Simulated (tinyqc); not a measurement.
Plane-wave Kohn-Sham cycle with exchange-only LDA in a layered model solid, step by step. One step of it, computed by the program tinyqc.

Problem. Iteration 1: levels at that k. Diagonalise the Hermitian matrix.

H (hartree), order -2, -1, +0, +1, +2:
```
[[3.019391, -0.320000, 0.000000, 0.000000, 0.000000],
 [-0.320000, 0.553017, -0.320000, 0.000000, 0.000000],
 [0.000000, -0.320000, -0.269107, -0.320000, 0.000000],
 [0.000000, 0.000000, -0.320000, 0.553017, -0.320000],
 [0.000000, 0.000000, 0.000000, -0.320000, 3.019391]]
```

Give: eigenvalues.

Solution.

eigenvalues (hartree): [-0.4743, 0.5122, 0.7164, 3.0602, 3.0612]
